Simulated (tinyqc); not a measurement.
Activation energy from two powers.

Question. P(T) = Pd + Pl (T/300 K)^2 exp[(q Ea/kB)(1/(300 K) - 1/T)]. Find Ea and Pl.

Values chosen for this exercise: temperature-independent switching power Pd = 33 W.

Constants: q = 1.602176634e-19 C, kB = 1.380649e-23 J/K. Results are converted to the units shown.

P at T = 380 and 420 K (W): 36.4098673  46.7258992

Answer. Subtract Pd; the ratio of the leakage powers, divided by the T^2 factors, is an Arrhenius factor.

Ea = 0.4100 eV
Pl = 0.07540 W

Program tinyqc, `OMP_NUM_THREADS=1 python tinyqc.py 2520132 2520133 out.jsonl`; Intel Xeon 2.30GHz, shared host, one thread, about 0.01 s.
